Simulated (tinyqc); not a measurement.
Worked calculation: plane-wave Kohn-Sham cycle with exchange-only LDA in a layered model solid. One step of it, computed by the program tinyqc.

Question. Iteration 1: Hamiltonian at one k. H(m,m') = (k + G_m)^2/2 delta + V(G_m - G_m'), with V(-G) = V(G).

A solid whose potential varies along x alone (atomic units):
```
parameter,value
period a,7.900000
cross-section of the cell,32.000000
electrons per cell,4
grid points,16
"plane waves -n..n, n",3
k points,3
V1 in V1 cos(2 pi x/a),-0.210000
```

V(G_m), m = 0, 1, 2, ... (hartree): -0.247221  -0.105000  0.000000  0.000000  0.000000  0.000000  0.000000

k = 0.000000 2 pi / a

Give: H.

Answer.

H (hartree):
```
,-3,-2,-1,+0,+1,+2,+3
-3,2.599,-0.105,0.000,0.000,0.000,0.000,0.000
-2,-0.105,1.018,-0.105,0.000,0.000,0.000,0.000
-1,0.000,-0.105,0.069,-0.105,0.000,0.000,0.000
+0,0.000,0.000,-0.105,-0.247,-0.105,0.000,0.000
+1,0.000,0.000,0.000,-0.105,0.069,-0.105,0.000
+2,0.000,0.000,0.000,0.000,-0.105,1.018,-0.105
+3,0.000,0.000,0.000,0.000,0.000,-0.105,2.599
```
